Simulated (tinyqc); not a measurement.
Thermal stress, cracking, delamination and buckling of a thin film; Griffith cracks and misfitting inclusions: one step, computed by the program tinyqc. Command: `OMP_NUM_THREADS=1 python tinyqc.py 3004616 3004617 out.jsonl filmcrack walk`. One thread of a shared host (Intel(R) Xeon(R) Processor @ 2.30GHz), about 0.01 s of CPU time with the checks.

Isotropic linear elasticity; the substrate is much thicker than the film; stress is positive in tension.

Problem. Buckling of a debonded strip. A strip of half width w clamped at both edges buckles at sigma_c = (pi^2/12) Ebar (h/w)^2. Above it: height = h sqrt((4/3)(|s|/sigma_c - 1)), driving force at the edges G = G0 (1 - sigma_c/|s|)(1 + 3 sigma_c/|s|); below it both are 0. The smallest strip that buckles has w0 = pi h sqrt(Ebar/(12 |s|)).

Inputs (values chosen for the exercise, modelled on a silicon nitride film on silicon):
```
quantity                          value        unit
deposition temperature T_d         1025           K
final temperature T                 300           K
film thickness h                   0.27  micrometre
half width of a debonded strip w    3.1  micrometre
```

Ebar = 253.8667 GPa

film stress = -632.9153 MPa

G0 = 0.2130195 J/m^2

Give: buckling stress sigma_c; blister height; driving force at the edges; smallest buckling half width w0.

Solution.

buckling stress sigma_c = 1584 MPa

blister height = 0 micrometre

driving force at the edges = 0 J/m^2

smallest buckling half width w0 = 4.904 micrometre

The strip stays flat, and a flat strip in compression frees no energy at its edges.
